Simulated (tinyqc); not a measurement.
# One-sided p+-n junction, ionisation integral and breakdown: two studies

A p+ layer at x < 0 and an n drift layer from x = 0. Depletion approximation, built-in voltage neglected. Local ionisation coefficients alpha_n = an exp(-(bn/E)^mx), alpha_p = ap exp(-(bp/E)^mx). Electrons move towards +x, holes towards x = 0.

Inputs (values chosen for the exercise); material values close to those of 4H silicon carbide:
```
symbol,value,unit,meaning
eps_r,9.61,,relative permittivity
an,1.65e8,1/cm,prefactor of the electron ionisation coefficient
bn,3.34e7,V/cm,field constant for electrons
ap,3.46e8,1/cm,prefactor of the hole ionisation coefficient
bp,2.59e7,V/cm,field constant for holes
mx,1,,exponent
mu,935,cm^2/(V s),electron mobility of the drift layer
N,6.6e16,cm^-3,donor density of the drift layer
```

Constants: q = 1.602176634e-19 C, eps0 = 8.8541878128e-14 F/cm where lengths are in cm. Results are converted to the units shown.

Each table varies one quantity; the others keep the values above.

## Multiplication against voltage

W = sqrt(2 eps0 eps_r V/(q N)), peak field E0 = q N W/(eps0 eps_r), falling linearly to 0 at W. G(x) = integral from 0 to x of (alpha_n - alpha_p); I_n = integral of alpha_n exp(-G) (electrons injected at x = 0), I_p = integral of alpha_p exp(G(end) - G) (holes injected at the far edge); M = 1/(1 - I). Integrals on a fine grid; BV is where I_n = 1. Here BV = 434.814 V; the Miller exponent is n = ln(1 - 1/M)/ln(V/BV).

Results:

| V (V) | E0 (kV/cm) | I_n | I_p | M_n | M_p | Miller n, electrons | Miller n, holes |
|---|---|---|---|---|---|---|---|
| 174 | 2.08e3 | 1.64e-4 | 0.0156 | 1.00 | 1.02 | 9.52 | 4.54 |
| 217 | 2.32e3 | 0.00111 | 0.0688 | 1.00 | 1.07 | 9.79 | 3.85 |
| 261 | 2.55e3 | 0.00503 | 0.203 | 1.01 | 1.25 | 10.4 | 3.13 |
| 304 | 2.75e3 | 0.0176 | 0.425 | 1.02 | 1.74 | 11.3 | 2.39 |
| 348 | 2.94e3 | 0.0595 | 0.692 | 1.06 | 3.25 | 12.7 | 1.65 |
| 374 | 3.05e3 | 0.126 | 0.828 | 1.14 | 5.81 | 13.8 | 1.25 |
| 400 | 3.15e3 | 0.283 | 0.927 | 1.40 | 13.7 | 15.1 | 0.910 |
| 428 | 3.26e3 | 0.766 | 0.990 | 4.28 | 103 | 16.9 | 0.618 |

Estimate the missing row, V = 417 V.

Computed row:

| V (V) | E0 (kV/cm) | I_n | I_p | M_n | M_p | Miller n, electrons | Miller n, holes |
|---|---|---|---|---|---|---|---|
| 417 | 3.22e3 | 0.509 | 0.970 | 2.04 | 33.6 | 16.1 | 0.722 |

With this row back in the table: M_n rises from 1.000 to 4.28 and M_p from 1.016 to 103; both diverge at BV. The Miller exponent for electrons rises from 9.52 to 16.9 and that for holes falls from 4.54 to 0.618, so one exponent describes neither over the whole range. The larger multiplication belongs to holes, whose coefficient at the peak field of the last row is 20.9 times the other.

## Effect of the drift doping

Same model as above.

Specific on-resistance Ron = W/(q mu N) with constant mobility and full ionisation.

Effect of the drift doping:

| N (cm^-3) | BV (V) | E0 at BV (kV/cm) | W at BV (um) | Ron (mohm cm^2) | BV^2/Ron (MW/cm^2) | eps0 eps_r mu E0^3/4 (MW/cm^2) |
|---|---|---|---|---|---|---|
| 5.5e15 | 3.36e3 | 2.64e3 | 25.5 | 3.09 | 3.65e3 | 3.65e3 |
| 1.1e16 | 1.89e3 | 2.79e3 | 13.5 | 0.819 | 4.34e3 | 4.34e3 |
| 2e16 | 1.15e3 | 2.94e3 | 7.82 | 0.261 | 5.07e3 | 5.07e3 |
| 3.9e16 | 666 | 3.13e3 | 4.26 | 0.0729 | 6.08e3 | 6.08e3 |
| 7.5e16 | 392 | 3.33e3 | 2.36 | 0.0210 | 7.34e3 | 7.34e3 |
| 1.4e17 | 238 | 3.54e3 | 1.34 | 0.00641 | 8.85e3 | 8.85e3 |
| 2.8e17 | 138 | 3.81e3 | 0.723 | 0.00172 | 1.10e4 | 1.10e4 |
| 5.3e17 | 84.1 | 4.10e3 | 0.410 | 5.17e-4 | 1.37e4 | 1.37e4 |

BV falls from 3360 to 84.1 V while the critical field rises from 2640 to 4100 kV/cm. BV goes as N^(-0.83) between the first two rows and N^(-0.78) between the last two (a coefficient proportional to E^7 gives -0.75 without punch-through). Ron goes as BV^(2.36) over the table; the last two columns agree since BV = E0 W/2 and N = eps0 eps_r E0/(q W). For N = 5.3e17 the layer is under 0.5 um wide or BV under 82 V, so dead space, tunnelling and the built-in voltage, all left out, matter.

Numbers from tinyqc (`OMP_NUM_THREADS=1 python tinyqc.py 2120015 2120016 out.jsonl`; about 0.06 s on one thread of a shared Intel Xeon 2.30GHz).
